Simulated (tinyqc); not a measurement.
Inputs raised by 5 %, one at a time: band-to-band tunnelling and avalanche in a reverse-biased abrupt junction. Computed by tinyqc, a small Python program. Command: `OMP_NUM_THREADS=1 python tinyqc.py 3019659 3019660 out.jsonl zener sens`. One thread of a shared host (Intel(R) Xeon(R) Processor @ 2.30GHz), about 0.05 s of CPU time with the checks.

Direct Kane tunnelling in the local field (for indirect gaps the mass is an effective fit) and one ionisation coefficient for both carriers. N is the doping of the light side, or N_A N_D/(N_A + N_D) for the symmetric junction; the built-in voltage is taken as E_g/e.

Inputs (values chosen for the exercise, modelled on In0.53Ga0.47As):
```
quantity,value,unit
"band gap at 300 K, E_g",0.747,eV
"gap narrowing with temperature, -dE_g/dT",0.37,meV/K
reduced tunnelling mass m_r,0.021,m_0
permittivity eps,13.9,-
ionisation prefactor a,5.1e+06,1/cm
"ionisation field at 300 K, b",1.61e+06,V/cm
relative rise of b with temperature,8.2,1e-4/K
effective doping N,3.2e+17,1/cm^3
reverse bias V_R,0.78,V
"current density that defines tunnel breakdown, J_0",1,A/cm^2
temperature T,250,K
```

Junction: one-sided.

Constants: eps_0 = 8.8541878128e-12 F/m; e = 1.602176634e-19 C; m_0 = 9.1093837015e-31 kg; hbar = 1.054571817e-34 J s.

Method:
- E_g(T) = E_g - (T - 300 K)(-dE_g/dT); b(T) = b [1 + (rise)(T - 300 K)]; w = sqrt(2 eps eps_0 (V_R + E_g/e)/(e N)); F_m = 2 (V_R + E_g/e)/w; the field falls linearly from F_m to 0 across w.
- Kane: G(F) = A F^2 exp(-B/F), A = e^2 sqrt(m_r)/(18 pi hbar^2 sqrt(E_g)), B = pi sqrt(m_r) E_g^(3/2)/(2 e hbar), SI units; J = e int G dx x V_R/(V_R + E_g/e), the last factor making J vanish at zero bias; int G dx = (w/F_m) int_0^F_m G dF by 64 Gauss-Legendre points.
- Avalanche: I = (w/F_m) int_0^F_m a exp(-b/F) dF by 64 Gauss-Legendre points, M = 1/(1 - I), breakdown at I = 1.
- V_Z solves J = J_0 and V_A solves I = 1; the lower one is the breakdown voltage; temperature coefficients by a central difference of +/- 10 K.

Runs:
```
input moved,from,to,tunnel current density (A/cm^2),tunnel breakdown V_Z (V),avalanche breakdown V_A (V),peak field F_m (MV/cm)
base run,-,-,0.15577,1.0930,3.0254,0.35884
"band gap at 300 K, E_g (eV)",0.747,0.78435,0.05707,1.2854,2.9881,0.36315
reduced tunnelling mass m_r (m_0),0.021,0.02205,0.10701,1.1596,3.0254,0.35884
permittivity eps,13.9,14.595,0.10191,1.1694,3.1282,0.35019
effective doping N (1/cm^3),3.2e+17,3.36e+17,0.23589,1.0201,2.9260,0.36770
reverse bias V_R (V),0.78,0.819,0.20241,1.0930,3.0254,0.36334
temperature T (K),250,262.5,0.17634,1.0704,3.0929,0.35830
"ionisation field at 300 K, b (V/cm)",1610000,1690500,0.15577,1.0930,3.3229,0.35884
```

Exponents ln(y'/y) / ln(x'/x):
```
input,tunnel current density,tunnel breakdown V_Z,avalanche breakdown V_A,peak field F_m
"band gap at 300 K, E_g",-20.581,3.324,-0.255,0.245
reduced tunnelling mass m_r,-7.696,1.212,0.000,0.000
permittivity eps,-8.696,1.384,0.685,-0.500
effective doping N,8.506,-1.416,-0.685,0.500
reverse bias V_R,5.368,0.000,0.000,0.255
temperature T,2.543,-0.429,0.452,-0.031
"ionisation field at 300 K, b",0.000,0.000,1.922,0.000
```

Among the inputs moved here: tunnel current density answers most in size to band gap at 300 K, E_g (exponent -20.581), next to permittivity eps (-8.696); its exponent is below 0.0005 for ionisation field at 300 K, b. Tunnel breakdown V_Z answers most in size to band gap at 300 K, E_g (exponent +3.324), next to effective doping N (-1.416); its exponent is below 0.0005 for reverse bias V_R, ionisation field at 300 K, b. Avalanche breakdown V_A answers most in size to ionisation field at 300 K, b (exponent +1.922), next to effective doping N (-0.685); its exponent is below 0.0005 for reduced tunnelling mass m_r, reverse bias V_R. peak field F_m answers most in size to effective doping N (exponent +0.500), and about equally to permittivity eps (-0.500); its exponent is below 0.0005 for reduced tunnelling mass m_r, ionisation field at 300 K, b. Its exponent +0.500 in effective doping N: the depletion approximation.

Caution (all rows): V_A is below about 5 E_g/e, where the local law understates it, since it ignores the distance a carrier needs to reach the ionisation energy.

Extremes, crossings and ranges named in words are read from the listed rows.
